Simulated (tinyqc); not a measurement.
Solid solubility of a dopant against its melt (retrograde solidus), clustering and the electrically active fraction: one step, computed by the program tinyqc. Command: `OMP_NUM_THREADS=1 python tinyqc.py 3018928 3018929 out.jsonl retro walk`. One thread of a shared host (Intel(R) Xeon(R) Processor @ 2.30GHz), about 0.01 s of CPU time with the checks.

Question. Liquidus and solidus at T. x_l and x_s are atom fractions of the dopant in melt and solid; the solid is dilute. Liquidus of the host: R T ln(1 - x_l) + L x_l^2 = -H_f (1 - T/T_m). Distribution: k = x_s/x_l = exp[L (1 - x_l)^2/(R T)] exp(S/k_B - H/(k_B T)), the first factor being the activity coefficient in the melt. Solubility = x_s N0; at T_m x_l = 0.

Inputs (values chosen for the exercise, for a model dopant):
```
quantity                                   value    unit
melting point of the host T_m               1687       K
heat of melting of the host H_f             50.2  kJ/mol
interaction L of the melt                     12  kJ/mol
enthalpy of transfer from melt to solid H  0.892      eV
entropy of transfer S                      -2.11     k_B
site density N0                            5e+22  1/cm^3
temperature T                               1390       K
```

Constants: R = 8.314462618 J/(mol K); k_B = 8.617333262e-05 eV/K.

Give: x_l; distribution coefficient k; x_s; solubility; k at the melting point.

Answer.

x_l = 0.7339

distribution coefficient k = 7.610e-05

x_s = 5.585e-05

solubility = 2.793e+18 1/cm^3

k at the melting point = 6.172e-04

k has changed by a factor 0.12 from its value at T_m, while x_l has grown from 0 to 0.734.
